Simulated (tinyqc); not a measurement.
UHF in the 6-31g basis, for H4, spin multiplicity 3, step by step (part 2 of 3). This run ends on a higher stationary point, not on the lowest solution. Computed by tinyqc, a small Python program that keeps every step (integrals from PySCF). Command: `OMP_NUM_THREADS=1 python tinyqc.py 29539 29540 out.jsonl` (the two numbers bound the seeds that draw the settings). One thread of a shared host (Intel(R) Xeon(R) Processor @ 2.60GHz), about 0.2 s of CPU time with the checks.

Geometry (angstrom):
```
atom       x       y       z
H     0.0000  0.0000  0.0000
H     0.0000  0.0000  0.7110
H     0.0000  1.6980  0.0000
H     0.0000  1.6980  0.7110
```

## Iteration 1: building the Fock matrix

D(alpha) at the start, order 1H 1s, 1H 2s, 2H 1s, 2H 2s, 3H 1s, 3H 2s, 4H 1s, 4H 2s:
$$\begin{pmatrix}
0.3040 & 0.3001 & 0.1234 & -0.1713 & 0.0562 & 0.2302 & -0.1244 & -0.2412 \\
0.3001 & 0.6347 & -0.1713 & -0.5957 & 0.2302 & 0.6150 & -0.2412 & -0.6154 \\
0.1234 & -0.1713 & 0.3040 & 0.3001 & -0.1244 & -0.2412 & 0.0562 & 0.2302 \\
-0.1713 & -0.5957 & 0.3001 & 0.6347 & -0.2412 & -0.6154 & 0.2302 & 0.6150 \\
0.0562 & 0.2302 & -0.1244 & -0.2412 & 0.3040 & 0.3001 & 0.1234 & -0.1713 \\
0.2302 & 0.6150 & -0.2412 & -0.6154 & 0.3001 & 0.6347 & -0.1713 & -0.5957 \\
-0.1244 & -0.2412 & 0.0562 & 0.2302 & 0.1234 & -0.1713 & 0.3040 & 0.3001 \\
-0.2412 & -0.6154 & 0.2302 & 0.6150 & -0.1713 & -0.5957 & 0.3001 & 0.6347
\end{pmatrix}$$

D(beta) at the start, order 1H 1s, 1H 2s, 2H 1s, 2H 2s, 3H 1s, 3H 2s, 4H 1s, 4H 2s:
$$\begin{pmatrix}
0.0898 & 0.0295 & 0.0898 & 0.0295 & 0.0898 & 0.0295 & 0.0898 & 0.0295 \\
0.0295 & 0.0097 & 0.0295 & 0.0097 & 0.0295 & 0.0097 & 0.0295 & 0.0097 \\
0.0898 & 0.0295 & 0.0898 & 0.0295 & 0.0898 & 0.0295 & 0.0898 & 0.0295 \\
0.0295 & 0.0097 & 0.0295 & 0.0097 & 0.0295 & 0.0097 & 0.0295 & 0.0097 \\
0.0898 & 0.0295 & 0.0898 & 0.0295 & 0.0898 & 0.0295 & 0.0898 & 0.0295 \\
0.0295 & 0.0097 & 0.0295 & 0.0097 & 0.0295 & 0.0097 & 0.0295 & 0.0097 \\
0.0898 & 0.0295 & 0.0898 & 0.0295 & 0.0898 & 0.0295 & 0.0898 & 0.0295 \\
0.0295 & 0.0097 & 0.0295 & 0.0097 & 0.0295 & 0.0097 & 0.0295 & 0.0097
\end{pmatrix}$$

core Hamiltonian H = T + V (hartree), order 1H 1s, 1H 2s, 2H 1s, 2H 2s, 3H 1s, 3H 2s, 4H 1s, 4H 2s:
$$\begin{pmatrix}
-1.5853 & -1.3282 & -1.1478 & -1.1161 & -0.0905 & -0.3977 & -0.0563 & -0.3312 \\
-1.3282 & -1.5289 & -1.1161 & -1.3907 & -0.3977 & -0.7670 & -0.3312 & -0.6941 \\
-1.1478 & -1.1161 & -1.5853 & -1.3282 & -0.0563 & -0.3312 & -0.0905 & -0.3977 \\
-1.1161 & -1.3907 & -1.3282 & -1.5289 & -0.3312 & -0.6941 & -0.3977 & -0.7670 \\
-0.0905 & -0.3977 & -0.0563 & -0.3312 & -1.5853 & -1.3282 & -1.1478 & -1.1161 \\
-0.3977 & -0.7670 & -0.3312 & -0.6941 & -1.3282 & -1.5289 & -1.1161 & -1.3907 \\
-0.0563 & -0.3312 & -0.0905 & -0.3977 & -1.1478 & -1.1161 & -1.5853 & -1.3282 \\
-0.3312 & -0.6941 & -0.3977 & -0.7670 & -1.1161 & -1.3907 & -1.3282 & -1.5289
\end{pmatrix}$$

nuclear repulsion = 2.686766 hartree

Given earlier and not repeated: Two-electron integrals (ij|kl) in chemists' order.

J_ij = sum D_kl (ij|kl) with D = D(alpha) + D(beta), K_ij = sum D_kl (ik|jl) for each spin; F = H + J - K(s); E = tr D H + tr D J / 2 - 0.5 sum_s tr D(s) K(s) + E_nn.

Coulomb J (hartree), order 1H 1s, 1H 2s, 2H 1s, 2H 2s, 3H 1s, 3H 2s, 4H 1s, 4H 2s:
$$\begin{pmatrix}
2.1205 & 1.2778 & 1.0476 & 1.0296 & 0.0523 & 0.3389 & 0.0299 & 0.2733 \\
1.2778 & 1.5990 & 1.0296 & 1.4159 & 0.3389 & 0.7451 & 0.2733 & 0.6601 \\
1.0476 & 1.0296 & 2.1205 & 1.2778 & 0.0299 & 0.2733 & 0.0523 & 0.3389 \\
1.0296 & 1.4159 & 1.2778 & 1.5990 & 0.2733 & 0.6601 & 0.3389 & 0.7451 \\
0.0523 & 0.3389 & 0.0299 & 0.2733 & 2.1205 & 1.2778 & 1.0476 & 1.0296 \\
0.3389 & 0.7451 & 0.2733 & 0.6601 & 1.2778 & 1.5990 & 1.0296 & 1.4159 \\
0.0299 & 0.2733 & 0.0523 & 0.3389 & 1.0476 & 1.0296 & 2.1205 & 1.2778 \\
0.2733 & 0.6601 & 0.3389 & 0.7451 & 1.0296 & 1.4159 & 1.2778 & 1.5990
\end{pmatrix}$$

exchange K(alpha) (hartree), order 1H 1s, 1H 2s, 2H 1s, 2H 2s, 3H 1s, 3H 2s, 4H 1s, 4H 2s:
$$\begin{pmatrix}
0.7800 & 0.5535 & 0.5366 & 0.4731 & 0.0482 & 0.1632 & -0.0068 & 0.1187 \\
0.5535 & 0.4797 & 0.4731 & 0.4407 & 0.1632 & 0.2418 & 0.1187 & 0.2125 \\
0.5366 & 0.4731 & 0.7800 & 0.5535 & -0.0068 & 0.1187 & 0.0482 & 0.1632 \\
0.4731 & 0.4407 & 0.5535 & 0.4797 & 0.1187 & 0.2125 & 0.1632 & 0.2418 \\
0.0482 & 0.1632 & -0.0068 & 0.1187 & 0.7800 & 0.5535 & 0.5366 & 0.4731 \\
0.1632 & 0.2418 & 0.1187 & 0.2125 & 0.5535 & 0.4797 & 0.4731 & 0.4407 \\
-0.0068 & 0.1187 & 0.0482 & 0.1632 & 0.5366 & 0.4731 & 0.7800 & 0.5535 \\
0.1187 & 0.2125 & 0.1632 & 0.2418 & 0.4731 & 0.4407 & 0.5535 & 0.4797
\end{pmatrix}$$

exchange K(beta) (hartree), order 1H 1s, 1H 2s, 2H 1s, 2H 2s, 3H 1s, 3H 2s, 4H 1s, 4H 2s:
$$\begin{pmatrix}
0.3276 & 0.2687 & 0.2705 & 0.2555 & 0.1182 & 0.1627 & 0.1127 & 0.1577 \\
0.2687 & 0.2581 & 0.2555 & 0.2537 & 0.1627 & 0.1961 & 0.1577 & 0.1934 \\
0.2705 & 0.2555 & 0.3276 & 0.2687 & 0.1127 & 0.1577 & 0.1182 & 0.1627 \\
0.2555 & 0.2537 & 0.2687 & 0.2581 & 0.1577 & 0.1934 & 0.1627 & 0.1961 \\
0.1182 & 0.1627 & 0.1127 & 0.1577 & 0.3276 & 0.2687 & 0.2705 & 0.2555 \\
0.1627 & 0.1961 & 0.1577 & 0.1934 & 0.2687 & 0.2581 & 0.2555 & 0.2537 \\
0.1127 & 0.1577 & 0.1182 & 0.1627 & 0.2705 & 0.2555 & 0.3276 & 0.2687 \\
0.1577 & 0.1934 & 0.1627 & 0.1961 & 0.2555 & 0.2537 & 0.2687 & 0.2581
\end{pmatrix}$$

F(alpha) (hartree), order 1H 1s, 1H 2s, 2H 1s, 2H 2s, 3H 1s, 3H 2s, 4H 1s, 4H 2s:
$$\begin{pmatrix}
-0.2448 & -0.6039 & -0.6368 & -0.5596 & -0.0864 & -0.2220 & -0.0195 & -0.1766 \\
-0.6039 & -0.4096 & -0.5596 & -0.4154 & -0.2220 & -0.2637 & -0.1766 & -0.2465 \\
-0.6368 & -0.5596 & -0.2448 & -0.6039 & -0.0195 & -0.1766 & -0.0864 & -0.2220 \\
-0.5596 & -0.4154 & -0.6039 & -0.4096 & -0.1766 & -0.2465 & -0.2220 & -0.2637 \\
-0.0864 & -0.2220 & -0.0195 & -0.1766 & -0.2448 & -0.6039 & -0.6368 & -0.5596 \\
-0.2220 & -0.2637 & -0.1766 & -0.2465 & -0.6039 & -0.4096 & -0.5596 & -0.4154 \\
-0.0195 & -0.1766 & -0.0864 & -0.2220 & -0.6368 & -0.5596 & -0.2448 & -0.6039 \\
-0.1766 & -0.2465 & -0.2220 & -0.2637 & -0.5596 & -0.4154 & -0.6039 & -0.4096
\end{pmatrix}$$

F(beta) (hartree), order 1H 1s, 1H 2s, 2H 1s, 2H 2s, 3H 1s, 3H 2s, 4H 1s, 4H 2s:
$$\begin{pmatrix}
0.2076 & -0.3190 & -0.3707 & -0.3420 & -0.1564 & -0.2215 & -0.1391 & -0.2156 \\
-0.3190 & -0.1881 & -0.3420 & -0.2285 & -0.2215 & -0.2179 & -0.2156 & -0.2274 \\
-0.3707 & -0.3420 & 0.2076 & -0.3190 & -0.1391 & -0.2156 & -0.1564 & -0.2215 \\
-0.3420 & -0.2285 & -0.3190 & -0.1881 & -0.2156 & -0.2274 & -0.2215 & -0.2179 \\
-0.1564 & -0.2215 & -0.1391 & -0.2156 & 0.2076 & -0.3190 & -0.3707 & -0.3420 \\
-0.2215 & -0.2179 & -0.2156 & -0.2274 & -0.3190 & -0.1881 & -0.3420 & -0.2285 \\
-0.1391 & -0.2156 & -0.1564 & -0.2215 & -0.3707 & -0.3420 & 0.2076 & -0.3190 \\
-0.2156 & -0.2274 & -0.2215 & -0.2179 & -0.3420 & -0.2285 & -0.3190 & -0.1881
\end{pmatrix}$$

total energy of this density = -1.744354 hartree

This density is the starting one.

## Iteration 1: diagonalisation and new density

X, order 1H 1s, 1H 2s, 2H 1s, 2H 2s, 3H 1s, 3H 2s, 4H 1s, 4H 2s:
$$\begin{pmatrix}
-0.4817 & -0.5668 & -0.5265 & 0.5790 & 0.6695 & 0.5915 & 0.2667 & 0.1469 \\
2.1187 & 1.3283 & 0.6571 & -0.3957 & 0.1522 & 0.2524 & 0.2137 & 0.2149 \\
0.4817 & 0.5668 & -0.5265 & 0.5790 & -0.6695 & -0.5915 & 0.2667 & 0.1469 \\
-2.1187 & -1.3283 & 0.6571 & -0.3957 & -0.1522 & -0.2524 & 0.2137 & 0.2149 \\
0.4817 & -0.5668 & 0.5265 & 0.5790 & -0.6695 & 0.5915 & -0.2667 & 0.1469 \\
-2.1187 & 1.3283 & -0.6571 & -0.3957 & -0.1522 & 0.2524 & -0.2137 & 0.2149 \\
-0.4817 & 0.5668 & 0.5265 & 0.5790 & 0.6695 & -0.5915 & -0.2667 & 0.1469 \\
2.1187 & -1.3283 & -0.6571 & -0.3957 & 0.1522 & -0.2524 & -0.2137 & 0.2149
\end{pmatrix}$$

overlap S, order 1H 1s, 1H 2s, 2H 1s, 2H 2s, 3H 1s, 3H 2s, 4H 1s, 4H 2s:
$$\begin{pmatrix}
1.0000 & 0.6583 & 0.4816 & 0.5192 & 0.0258 & 0.1704 & 0.0142 & 0.1346 \\
0.6583 & 1.0000 & 0.5192 & 0.8645 & 0.1704 & 0.4359 & 0.1346 & 0.3769 \\
0.4816 & 0.5192 & 1.0000 & 0.6583 & 0.0142 & 0.1346 & 0.0258 & 0.1704 \\
0.5192 & 0.8645 & 0.6583 & 1.0000 & 0.1346 & 0.3769 & 0.1704 & 0.4359 \\
0.0258 & 0.1704 & 0.0142 & 0.1346 & 1.0000 & 0.6583 & 0.4816 & 0.5192 \\
0.1704 & 0.4359 & 0.1346 & 0.3769 & 0.6583 & 1.0000 & 0.5192 & 0.8645 \\
0.0142 & 0.1346 & 0.0258 & 0.1704 & 0.4816 & 0.5192 & 1.0000 & 0.6583 \\
0.1346 & 0.3769 & 0.1704 & 0.4359 & 0.5192 & 0.8645 & 0.6583 & 1.0000
\end{pmatrix}$$

Diagonalise F' = X^T F X, C = X C', fill 3 alpha and 1 beta electrons from the bottom; D(s) = C_occ C_occ^T; the new density keeps 0.7 of the old one (damping). Each column has its largest component positive (the first on a tie).

F' = X^T F X (alpha) (hartree):
$$\begin{pmatrix}
0.8302 & 0.0000 & 0.0000 & 0.0000 & -0.5564 & 0.0000 & 0.0000 & 0.0000 \\
0.0000 & 0.8770 & 0.0000 & 0.0000 & 0.0000 & -0.6816 & 0.0000 & 0.0000 \\
0.0000 & 0.0000 & 0.7133 & 0.0000 & 0.0000 & 0.0000 & 0.0668 & 0.0000 \\
0.0000 & 0.0000 & 0.0000 & 0.7026 & 0.0000 & 0.0000 & 0.0000 & -0.2959 \\
-0.5564 & 0.0000 & 0.0000 & 0.0000 & 0.8260 & 0.0000 & 0.0000 & 0.0000 \\
0.0000 & -0.6816 & 0.0000 & 0.0000 & 0.0000 & 0.3451 & 0.0000 & 0.0000 \\
0.0000 & 0.0000 & 0.0668 & 0.0000 & 0.0000 & 0.0000 & -0.6269 & 0.0000 \\
0.0000 & 0.0000 & 0.0000 & -0.2959 & 0.0000 & 0.0000 & 0.0000 & -0.7262
\end{pmatrix}$$

orbital energies (alpha) (hartree): MO1 -0.7850, MO2 -0.6303, MO3 -0.1206, MO4 0.2717, MO5 0.7166, MO6 0.7615, MO7 1.3427, MO8 1.3845

coefficients C (alpha), order 1H 1s, 1H 2s, 2H 1s, 2H 2s, 3H 1s, 3H 2s, 4H 1s, 4H 2s:
$$\begin{pmatrix}
0.2570 & 0.2925 & 0.1686 & 0.1343 & -0.5126 & 0.5392 & -0.8016 & -0.8138 \\
0.1335 & 0.1808 & 0.9577 & 1.6032 & 0.6669 & -0.4300 & 0.9543 & 1.3935 \\
0.2570 & 0.2925 & -0.1686 & -0.1343 & -0.5126 & 0.5392 & 0.8016 & 0.8138 \\
0.1335 & 0.1808 & -0.9577 & -1.6032 & 0.6669 & -0.4300 & -0.9543 & -1.3935 \\
0.2570 & -0.2925 & 0.1686 & -0.1343 & 0.5126 & 0.5392 & -0.8016 & 0.8138 \\
0.1335 & -0.1808 & 0.9577 & -1.6032 & -0.6669 & -0.4300 & 0.9543 & -1.3935 \\
0.2570 & -0.2925 & -0.1686 & 0.1343 & 0.5126 & 0.5392 & 0.8016 & -0.8138 \\
0.1335 & -0.1808 & -0.9577 & 1.6032 & -0.6669 & -0.4300 & -0.9543 & 1.3935
\end{pmatrix}$$

F' = X^T F X (beta) (hartree):
$$\begin{pmatrix}
0.8725 & 0.0000 & 0.0000 & 0.0000 & -0.5729 & 0.0000 & 0.0000 & 0.0000 \\
0.0000 & 0.9698 & 0.0000 & 0.0000 & 0.0000 & -0.6412 & 0.0000 & 0.0000 \\
0.0000 & 0.0000 & 0.8164 & 0.0000 & 0.0000 & 0.0000 & -0.1144 & 0.0000 \\
0.0000 & 0.0000 & 0.0000 & 0.8581 & 0.0000 & 0.0000 & 0.0000 & -0.1540 \\
-0.5729 & 0.0000 & 0.0000 & 0.0000 & 1.0944 & 0.0000 & 0.0000 & 0.0000 \\
0.0000 & -0.6412 & 0.0000 & 0.0000 & 0.0000 & 0.8182 & 0.0000 & 0.0000 \\
0.0000 & 0.0000 & -0.1144 & 0.0000 & 0.0000 & 0.0000 & -0.0592 & 0.0000 \\
0.0000 & 0.0000 & 0.0000 & -0.1540 & 0.0000 & 0.0000 & 0.0000 & -0.4759
\end{pmatrix}$$

orbital energies (beta) (hartree): MO1 -0.4935, MO2 -0.0739, MO3 0.2484, MO4 0.3999, MO5 0.8311, MO6 0.8756, MO7 1.5396, MO8 1.5669

coefficients C (beta), order 1H 1s, 1H 2s, 2H 1s, 2H 2s, 3H 1s, 3H 2s, 4H 1s, 4H 2s:
$$\begin{pmatrix}
0.2114 & 0.1974 & 0.0656 & 0.0544 & -0.5562 & 0.5586 & -0.8166 & -0.8230 \\
0.1687 & 0.2957 & 1.0710 & 1.7313 & 0.6245 & -0.4175 & 0.8251 & 1.2308 \\
0.2114 & 0.1974 & -0.0656 & -0.0544 & -0.5562 & 0.5586 & 0.8166 & 0.8230 \\
0.1687 & 0.2957 & -1.0710 & -1.7313 & 0.6245 & -0.4175 & -0.8251 & -1.2308 \\
0.2114 & -0.1974 & 0.0656 & -0.0544 & 0.5562 & 0.5586 & -0.8166 & 0.8230 \\
0.1687 & -0.2957 & 1.0710 & -1.7313 & -0.6245 & -0.4175 & 0.8251 & -1.2308 \\
0.2114 & -0.1974 & -0.0656 & 0.0544 & 0.5562 & 0.5586 & 0.8166 & -0.8230 \\
0.1687 & -0.2957 & -1.0710 & 1.7313 & -0.6245 & -0.4175 & -0.8251 & 1.2308
\end{pmatrix}$$

D(alpha) after iteration 1, order 1H 1s, 1H 2s, 2H 1s, 2H 2s, 3H 1s, 3H 2s, 4H 1s, 4H 2s:
$$\begin{pmatrix}
0.2668 & 0.2847 & 0.1234 & -0.1422 & 0.0420 & 0.2040 & -0.1015 & -0.2228 \\
0.2847 & 0.7346 & -0.1422 & -0.6770 & 0.2040 & 0.7012 & -0.2228 & -0.7104 \\
0.1234 & -0.1422 & 0.2668 & 0.2847 & -0.1015 & -0.2228 & 0.0420 & 0.2040 \\
-0.1422 & -0.6770 & 0.2847 & 0.7346 & -0.2228 & -0.7104 & 0.2040 & 0.7012 \\
0.0420 & 0.2040 & -0.1015 & -0.2228 & 0.2668 & 0.2847 & 0.1234 & -0.1422 \\
0.2040 & 0.7012 & -0.2228 & -0.7104 & 0.2847 & 0.7346 & -0.1422 & -0.6770 \\
-0.1015 & -0.2228 & 0.0420 & 0.2040 & 0.1234 & -0.1422 & 0.2668 & 0.2847 \\
-0.2228 & -0.7104 & 0.2040 & 0.7012 & -0.1422 & -0.6770 & 0.2847 & 0.7346
\end{pmatrix}$$

D(beta) after iteration 1, order 1H 1s, 1H 2s, 2H 1s, 2H 2s, 3H 1s, 3H 2s, 4H 1s, 4H 2s:
$$\begin{pmatrix}
0.0763 & 0.0313 & 0.0763 & 0.0313 & 0.0763 & 0.0313 & 0.0763 & 0.0313 \\
0.0313 & 0.0153 & 0.0313 & 0.0153 & 0.0313 & 0.0153 & 0.0313 & 0.0153 \\
0.0763 & 0.0313 & 0.0763 & 0.0313 & 0.0763 & 0.0313 & 0.0763 & 0.0313 \\
0.0313 & 0.0153 & 0.0313 & 0.0153 & 0.0313 & 0.0153 & 0.0313 & 0.0153 \\
0.0763 & 0.0313 & 0.0763 & 0.0313 & 0.0763 & 0.0313 & 0.0763 & 0.0313 \\
0.0313 & 0.0153 & 0.0313 & 0.0153 & 0.0313 & 0.0153 & 0.0313 & 0.0153 \\
0.0763 & 0.0313 & 0.0763 & 0.0313 & 0.0763 & 0.0313 & 0.0763 & 0.0313 \\
0.0313 & 0.0153 & 0.0313 & 0.0153 & 0.0313 & 0.0153 & 0.0313 & 0.0153
\end{pmatrix}$$

## Iteration 2: building the Fock matrix

As before.

Coulomb J (hartree), order 1H 1s, 1H 2s, 2H 1s, 2H 2s, 3H 1s, 3H 2s, 4H 1s, 4H 2s:
$$\begin{pmatrix}
2.0839 & 1.2599 & 1.0290 & 1.0145 & 0.0518 & 0.3346 & 0.0296 & 0.2696 \\
1.2599 & 1.5848 & 1.0145 & 1.4026 & 0.3346 & 0.7387 & 0.2696 & 0.6540 \\
1.0290 & 1.0145 & 2.0839 & 1.2599 & 0.0296 & 0.2696 & 0.0518 & 0.3346 \\
1.0145 & 1.4026 & 1.2599 & 1.5848 & 0.2696 & 0.6540 & 0.3346 & 0.7387 \\
0.0518 & 0.3346 & 0.0296 & 0.2696 & 2.0839 & 1.2599 & 1.0290 & 1.0145 \\
0.3346 & 0.7387 & 0.2696 & 0.6540 & 1.2599 & 1.5848 & 1.0145 & 1.4026 \\
0.0296 & 0.2696 & 0.0518 & 0.3346 & 1.0290 & 1.0145 & 2.0839 & 1.2599 \\
0.2696 & 0.6540 & 0.3346 & 0.7387 & 1.0145 & 1.4026 & 1.2599 & 1.5848
\end{pmatrix}$$

exchange K(alpha) (hartree), order 1H 1s, 1H 2s, 2H 1s, 2H 2s, 3H 1s, 3H 2s, 4H 1s, 4H 2s:
$$\begin{pmatrix}
0.7550 & 0.5476 & 0.5257 & 0.4694 & 0.0464 & 0.1612 & -0.0047 & 0.1179 \\
0.5476 & 0.4858 & 0.4694 & 0.4458 & 0.1612 & 0.2443 & 0.1179 & 0.2142 \\
0.5257 & 0.4694 & 0.7550 & 0.5476 & -0.0047 & 0.1179 & 0.0464 & 0.1612 \\
0.4694 & 0.4458 & 0.5476 & 0.4858 & 0.1179 & 0.2142 & 0.1612 & 0.2443 \\
0.0464 & 0.1612 & -0.0047 & 0.1179 & 0.7550 & 0.5476 & 0.5257 & 0.4694 \\
0.1612 & 0.2443 & 0.1179 & 0.2142 & 0.5476 & 0.4858 & 0.4694 & 0.4458 \\
-0.0047 & 0.1179 & 0.0464 & 0.1612 & 0.5257 & 0.4694 & 0.7550 & 0.5476 \\
0.1179 & 0.2142 & 0.1612 & 0.2443 & 0.4694 & 0.4458 & 0.5476 & 0.4858
\end{pmatrix}$$

exchange K(beta) (hartree), order 1H 1s, 1H 2s, 2H 1s, 2H 2s, 3H 1s, 3H 2s, 4H 1s, 4H 2s:
$$\begin{pmatrix}
0.3134 & 0.2653 & 0.2590 & 0.2522 & 0.1150 & 0.1628 & 0.1096 & 0.1577 \\
0.2653 & 0.2648 & 0.2522 & 0.2602 & 0.1628 & 0.2030 & 0.1577 & 0.2001 \\
0.2590 & 0.2522 & 0.3134 & 0.2653 & 0.1096 & 0.1577 & 0.1150 & 0.1628 \\
0.2522 & 0.2602 & 0.2653 & 0.2648 & 0.1577 & 0.2001 & 0.1628 & 0.2030 \\
0.1150 & 0.1628 & 0.1096 & 0.1577 & 0.3134 & 0.2653 & 0.2590 & 0.2522 \\
0.1628 & 0.2030 & 0.1577 & 0.2001 & 0.2653 & 0.2648 & 0.2522 & 0.2602 \\
0.1096 & 0.1577 & 0.1150 & 0.1628 & 0.2590 & 0.2522 & 0.3134 & 0.2653 \\
0.1577 & 0.2001 & 0.1628 & 0.2030 & 0.2522 & 0.2602 & 0.2653 & 0.2648
\end{pmatrix}$$

F(alpha) (hartree), order 1H 1s, 1H 2s, 2H 1s, 2H 2s, 3H 1s, 3H 2s, 4H 1s, 4H 2s:
$$\begin{pmatrix}
-0.2564 & -0.6159 & -0.6445 & -0.5710 & -0.0852 & -0.2243 & -0.0220 & -0.1794 \\
-0.6159 & -0.4299 & -0.5710 & -0.4339 & -0.2243 & -0.2726 & -0.1794 & -0.2542 \\
-0.6445 & -0.5710 & -0.2564 & -0.6159 & -0.0220 & -0.1794 & -0.0852 & -0.2243 \\
-0.5710 & -0.4339 & -0.6159 & -0.4299 & -0.1794 & -0.2542 & -0.2243 & -0.2726 \\
-0.0852 & -0.2243 & -0.0220 & -0.1794 & -0.2564 & -0.6159 & -0.6445 & -0.5710 \\
-0.2243 & -0.2726 & -0.1794 & -0.2542 & -0.6159 & -0.4299 & -0.5710 & -0.4339 \\
-0.0220 & -0.1794 & -0.0852 & -0.2243 & -0.6445 & -0.5710 & -0.2564 & -0.6159 \\
-0.1794 & -0.2542 & -0.2243 & -0.2726 & -0.5710 & -0.4339 & -0.6159 & -0.4299
\end{pmatrix}$$

F(beta) (hartree), order 1H 1s, 1H 2s, 2H 1s, 2H 2s, 3H 1s, 3H 2s, 4H 1s, 4H 2s:
$$\begin{pmatrix}
0.1853 & -0.3336 & -0.3778 & -0.3539 & -0.1538 & -0.2259 & -0.1363 & -0.2192 \\
-0.3336 & -0.2090 & -0.3539 & -0.2483 & -0.2259 & -0.2312 & -0.2192 & -0.2401 \\
-0.3778 & -0.3539 & 0.1853 & -0.3336 & -0.1363 & -0.2192 & -0.1538 & -0.2259 \\
-0.3539 & -0.2483 & -0.3336 & -0.2090 & -0.2192 & -0.2401 & -0.2259 & -0.2312 \\
-0.1538 & -0.2259 & -0.1363 & -0.2192 & 0.1853 & -0.3336 & -0.3778 & -0.3539 \\
-0.2259 & -0.2312 & -0.2192 & -0.2401 & -0.3336 & -0.2090 & -0.3539 & -0.2483 \\
-0.1363 & -0.2192 & -0.1538 & -0.2259 & -0.3778 & -0.3539 & 0.1853 & -0.3336 \\
-0.2192 & -0.2401 & -0.2259 & -0.2312 & -0.3539 & -0.2483 & -0.3336 & -0.2090
\end{pmatrix}$$

total energy of this density = -1.777727 hartree

This density is a damped mixture and is not idempotent.

## Iteration 2: DIIS over 2 matrices

error matrix X^T (FDS - SDF) X (alpha):
$$\begin{pmatrix}
0.0000 & 0.0000 & 0.0000 & 0.0000 & 0.0000 & 0.0000 & 0.0000 & 0.0000 \\
0.0000 & 0.0000 & 0.0000 & 0.0000 & 0.0000 & -0.1789 & 0.0000 & 0.0000 \\
0.0000 & 0.0000 & 0.0000 & 0.0000 & 0.0000 & 0.0000 & -0.1204 & 0.0000 \\
0.0000 & 0.0000 & 0.0000 & 0.0000 & 0.0000 & 0.0000 & 0.0000 & 0.0930 \\
0.0000 & 0.0000 & 0.0000 & 0.0000 & 0.0000 & 0.0000 & 0.0000 & 0.0000 \\
0.0000 & 0.1789 & 0.0000 & 0.0000 & 0.0000 & 0.0000 & 0.0000 & 0.0000 \\
0.0000 & 0.0000 & 0.1204 & 0.0000 & 0.0000 & 0.0000 & 0.0000 & 0.0000 \\
0.0000 & 0.0000 & 0.0000 & -0.0930 & 0.0000 & 0.0000 & 0.0000 & 0.0000
\end{pmatrix}$$

B (overlaps of the stored error matrices):
$$\begin{pmatrix}
2.9642662e-01 & 2.1943770e-01 \\
2.1943770e-01 & 1.6245401e-01
\end{pmatrix}$$

Minimise |sum c_i e_i|^2 with sum c_i = 1: solve [B -1; -1 0][c; lambda] = [0; -1] with B_ij = tr e_i^T e_j summed over both spins, and take F = sum c_i F_i.

DIIS coefficients: [-2.8484, 3.8484]

extrapolated F(alpha) (hartree), order 1H 1s, 1H 2s, 2H 1s, 2H 2s, 3H 1s, 3H 2s, 4H 1s, 4H 2s:
$$\begin{pmatrix}
-0.2896 & -0.6500 & -0.6665 & -0.6033 & -0.0817 & -0.2309 & -0.0290 & -0.1876 \\
-0.6500 & -0.4876 & -0.6033 & -0.4867 & -0.2309 & -0.2978 & -0.1876 & -0.2763 \\
-0.6665 & -0.6033 & -0.2896 & -0.6500 & -0.0290 & -0.1876 & -0.0817 & -0.2309 \\
-0.6033 & -0.4867 & -0.6500 & -0.4876 & -0.1876 & -0.2763 & -0.2309 & -0.2978 \\
-0.0817 & -0.2309 & -0.0290 & -0.1876 & -0.2896 & -0.6500 & -0.6665 & -0.6033 \\
-0.2309 & -0.2978 & -0.1876 & -0.2763 & -0.6500 & -0.4876 & -0.6033 & -0.4867 \\
-0.0290 & -0.1876 & -0.0817 & -0.2309 & -0.6665 & -0.6033 & -0.2896 & -0.6500 \\
-0.1876 & -0.2763 & -0.2309 & -0.2978 & -0.6033 & -0.4867 & -0.6500 & -0.4876
\end{pmatrix}$$

extrapolated F(beta) (hartree), order 1H 1s, 1H 2s, 2H 1s, 2H 2s, 3H 1s, 3H 2s, 4H 1s, 4H 2s:
$$\begin{pmatrix}
0.1215 & -0.3754 & -0.3982 & -0.3875 & -0.1464 & -0.2385 & -0.1283 & -0.2296 \\
-0.3754 & -0.2685 & -0.3875 & -0.3046 & -0.2385 & -0.2692 & -0.2296 & -0.2764 \\
-0.3982 & -0.3875 & 0.1215 & -0.3754 & -0.1283 & -0.2296 & -0.1464 & -0.2385 \\
-0.3875 & -0.3046 & -0.3754 & -0.2685 & -0.2296 & -0.2764 & -0.2385 & -0.2692 \\
-0.1464 & -0.2385 & -0.1283 & -0.2296 & 0.1215 & -0.3754 & -0.3982 & -0.3875 \\
-0.2385 & -0.2692 & -0.2296 & -0.2764 & -0.3754 & -0.2685 & -0.3875 & -0.3046 \\
-0.1283 & -0.2296 & -0.1464 & -0.2385 & -0.3982 & -0.3875 & 0.1215 & -0.3754 \\
-0.2296 & -0.2764 & -0.2385 & -0.2692 & -0.3875 & -0.3046 & -0.3754 & -0.2685
\end{pmatrix}$$
